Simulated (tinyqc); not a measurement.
Comparisons within one model: short-period [001] superlattice in sp3s* tight binding. A value that a table varies takes the place of the one given here.

Planes alternate anion, cation along [001], a/4 apart; at zero in-plane momentum s, pz, s* form one block. All levels of A are shifted so that its Ev (lower root of [[Epa, Vxx], [Vxx, Epc]]) is 0, and those of B so that its Ev is -dEv. A monolayer is an anion plane and the cation plane above it; an anion between unlike cations takes the mean of the two anion levels; each bond takes the couplings of its cation. Block from an anion to the cation above: U with Vss/2 (s,s), Vsapc/2 (s,z), -Vscpa/2 (z,s), Vxx/2 (z,z), Vxapc/2 (s*,z), -Vpaxc/2 (z,s*); to the cation below: the same with the s-z and s*-z signs reversed. The cell of n + m monolayers is closed with the phase exp(2 pi i q). No spin-orbit coupling. In this block 2 (n + m) levels are filled.

For the two lowest empty levels at q = 0: energy, share of the cation weight on A, and Gamma character, the share of the cation amplitudes with Fourier index |j|/(n + m) < 1/4 along the stack (near 1: Gamma-like, near 0: folded from X).

Parameters, chosen for this exercise (A near a published set for GaAs, B for AlAs; not measured data):
- pA = (-8.363, 1.038, -2.652, 3.675, 8.612, 6.746, -6.455, 1.958, 5.079, 4.48, 5.778, 4.847, 4.805) eV (order Esa, Epa, Esc, Epc, Exa, Exc, Vss, Vxx, Vxy, Vsapc, Vscpa, Vxapc, Vpaxc)
- pB = (-7.548, 0.984, -1.16, 3.579, 7.466, 6.747, -6.66, 1.874, 4.283, 5.108, 5.509, 4.534, 4.994) eV (the same for B)
- dEv = 0.47 eV (valence offset: Ev(B) lies this far below Ev(A))
- a = 5.654 angstrom (lattice constant, taken common; strain is left out)
- nw = 17 (monolayers of A)
- n2 = 12 (monolayers of A)
- m2 = 9 (monolayers of B)

## Equal layers of growing thickness

n = m.

Lowest empty levels:

| n = m | layer (angstrom) | E1 (eV) | on A | Gamma | E2 (eV) | on A | Gamma |
|---|---|---|---|---|---|---|---|
| 2 | 5.7 | 1.8998 | 0.45 | 0.07 | 1.9668 | 0.68 | 0.87 |
| 3 | 8.5 | 1.8730 | 0.20 | 0.00 | 1.9291 | 0.76 | 0.95 |
| 4 | 11.3 | 1.8351 | 0.18 | 0.09 | 1.9022 | 0.73 | 0.92 |
| 6 | 17.0 | 1.8011 | 0.29 | 0.27 | 1.8263 | 0.69 | 0.80 |
| 8 | 22.6 | 1.7570 | 0.92 | 0.97 | 1.7971 | 0.02 | 0.02 |
| 10 | 28.3 | 1.7124 | 0.95 | 0.99 | 1.7930 | 0.00 | 0.00 |
| 12 | 33.9 | 1.6802 | 0.97 | 1.00 | 1.7917 | 0.01 | 0.00 |
| 14 | 39.6 | 1.6567 | 0.98 | 1.00 | 1.7877 | 0.00 | 0.00 |
| 18 | 50.9 | 1.6257 | 0.99 | 1.00 | 1.7855 | 0.00 | 0.00 |

At zero in-plane momentum (the in-plane X valleys are left out) the lowest level is X-like for n = 2, 3, 4 and 6 and Gamma-like for the others (a Gamma weight between about 0.35 and 0.65 marks an even mixture, at the crossover). Thin layers push the light Gamma electron up past the heavy X electron, whose share on A runs from 0.18 to 0.45, so for n = 3, 4 and 6 it lies apart from the holes in A (type II); the crossover lies between n = 6 and 8. The crossover moves with dEv and with the electron mass, which this model makes too heavy, so it comes at thinner layers than in the real system. At n = 18 the lowest level lies 0.071 eV above the lowest bulk edge of the two crystals, with 99 % of its cation weight on A.

## Miniband width against barrier thickness

nw monolayers of A and m of B; lowest empty level at q = 0 and q = 1/2. The decay constant is ln(width(4)/width(6)) over two monolayers, each a/2 thick.

Lowest miniband:

| m | E(q = 0) (eV) | E(q = 1/2) (eV) | width (meV) | Gamma character |
|---|---|---|---|---|
| 1 | 1.5894 | 1.6617 | 72.308 | 0.99 |
| 2 | 1.6088 | 1.6510 | 42.140 | 1.00 |
| 3 | 1.6188 | 1.6436 | 24.807 | 1.00 |
| 4 | 1.6243 | 1.6391 | 14.781 | 1.00 |
| 5 | 1.6276 | 1.6362 | 8.653 | 1.00 |
| 6 | 1.6294 | 1.6345 | 5.161 | 1.00 |
| 8 | 1.6311 | 1.6329 | 1.797 | 1.00 |

decay constant = 0.1861 1/angstrom

The width falls from 72.3 to 1.80 meV, as exp(-kappa d) with kappa = 0.186 1/angstrom, which stands for the decay constant of the barrier at this energy: each monolayer costs a factor 1.69. The level at q = 0 rises by 42 meV towards that of a single well.

## What each change does

A cell with n = n2 and m = m2. Each row changes one parameter from the base and keeps the others.

Results:

| case | E1 (eV) | A share 1 | Gamma 1 | E2 (eV) | A share 2 | Gamma 2 |
|---|---|---|---|---|---|---|
| base | 1.6793 | 0.97 | 1.00 | 1.7941 | 0.01 | 0.00 |
| n2 = 14 | 1.6559 | 0.98 | 1.00 | 1.7940 | 0.01 | 0.00 |
| m2 = 11 | 1.6800 | 0.97 | 1.00 | 1.7923 | 0.00 | 0.00 |
| dEv = 0.57 eV | 1.6743 | 0.96 | 0.99 | 1.6945 | 0.00 | 0.00 |

The largest shifts from the base row, up to three for each result and ties (the steps differ in size, so this ranks the rows, not the parameters). E1 (eV): n2 -0.0234, dEv -0.0050, m2 +0.0007. A share 1: dEv -0.01, n2 +0.01; unchanged at the printed digits by m2. Gamma 1: dEv -0.01; unchanged at the printed digits by n2 and m2. E2 (eV): dEv -0.0996, m2 -0.0018, n2 -0.0000. A share 2: m2 -0.00, dEv -0.00; unchanged at the printed digits by n2. Gamma 2: unchanged at the printed digits by n2, m2 and dEv.

(tinyqc, `OMP_NUM_THREADS=1 python tinyqc.py 1480091 1480092 out.jsonl`, Intel(R) Xeon(R) Processor @ 2.30GHz, 1 thread, shared host, about 0.7 s.)
